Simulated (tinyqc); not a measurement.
Density and mobility of a removed layer (differential Hall).

Inverse problem. For layers in parallel the sheet conductance g = 1/Rs and the product g mu_H (mu_H signed, unit Hall factors) are additive. Find the sheet density and mobility of the layer that was removed, and its share of the conductance.

Constants: q = 1.602176634e-19 C. Results are converted to the units shown.

Rs before and after removing the top layer (ohm/square): [317.11762, 347.91020]
apparent mobility before and after, signed (cm^2/(V s)): [-15.034346, -23]

Answer. The differences give g1 = q n mu and g1 mu = q n mu^2; their ratio is mu and g1^2/(q g1 mu) is n.

sheet density = 2.60e13 cm^-2
mobility = 67.0 cm^2/(V s)
share of the conductance = 8.85 %

Computed by the program tinyqc: `OMP_NUM_THREADS=1 python tinyqc.py 2850170 2850171 out.jsonl`, one thread of a shared Intel Xeon 2.30GHz, about 0.05 s for the whole run.
